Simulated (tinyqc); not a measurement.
## Electron mobility in a silicon inversion layer, empirical terms and Matthiessen rule: effect of the temperature

Inversion layer of sheet density Ns on a uniformly doped body. The mobility terms are empirical power laws with prefactors chosen for the exercise; adding their inverses (Matthiessen) is itself an approximation.

Nc and Nv are given at 300 K and scale as (T/300 K)^1.5; Eg is fixed. ni = sqrt(Nc Nv) exp(-Eg/(2 Vt)), Eg in volts; Ndep = sqrt(2 eps0 eps_r Nb (2 Vt ln(Nb/ni) + Vsb)/q); E = q (Ndep + eta Ns)/(eps0 eps_r), in MV/cm. With t = T/(300 K): muC = Ac (Ns/1e12 cm^-2) t/(Nb/1e17 cm^-3 + Nit/1e11 cm^-2), muP = Ap E^(-1/3) t^(-1.75), muS = As E^(-gs); 1/mu is the sum of the inverses.

Inputs (values chosen for the exercise); material values close to those of silicon: band gap Eg = 1.13 eV; relative permittivity of the semiconductor eps_r = 11.7; conduction-band density of states at the reference temperature Nc = 2.85e19 cm^-3; valence-band density of states at the reference temperature Nv = 2.61e19 cm^-3; body doping Nb = 7.1e16 cm^-3; reverse body bias Vsb = 0 V; weight of the inversion charge in the effective field eta = 0.5; phonon-limited mobility at 1 MV/cm and 300 K Ap = 391 cm^2/(V s); roughness-limited mobility at 1 MV/cm As = 1180 cm^2/(V s); exponent of the roughness term gs = 2; Coulomb prefactor Ac = 3800 cm^2/(V s); charge at the interface Nit = 1.2e11 cm^-2; inversion density Ns = 1.8e12 cm^-2.

Constants: q = 1.602176634e-19 C, kB = 1.380649e-23 J/K, Vt = kB T/q, eps0 = 8.8541878128e-14 F/cm where lengths are in cm. Results are converted to the units shown.

Results:
```
T (K),E (MV/cm),muC (cm^2/(V s)),muP (cm^2/(V s)),muS (cm^2/(V s)),mu (cm^2/(V s))
120,0.2900,1432,2936,1.403e4,900.9
200,0.2833,2387,1210,1.470e4,761.6
250,0.2786,2984,823.6,1.520e4,619.2
300,0.2736,3581,602.3,1.577e4,499.3
350,0.2681,4178,463.0,1.641e4,406.5
400,0.2623,4775,369.2,1.715e4,336.0
450,0.2560,5372,302.9,1.800e4,282.2
```

Estimate the missing row, T = 160 K.

Computed row:
```
T (K),E (MV/cm),muC (cm^2/(V s)),muP (cm^2/(V s)),muS (cm^2/(V s)),mu (cm^2/(V s))
160,0.2868,1910,1781,1.435e4,866.1
```

With this row back in the table: As T goes from 120 to 450 K, E falls from 0.290 to 0.256 MV/cm and mu falls from 901 to 282 cm^2/(V s). The smallest term is the Coulomb one in the first row and the phonon one in the last. For T = 120 to 160 K dopant freeze-out and degenerate screening, left out here, matter.

Program tinyqc, `OMP_NUM_THREADS=1 python tinyqc.py 2510020 2510021 out.jsonl`; Intel Xeon 2.30GHz, shared host, one thread, about 0.01 s.
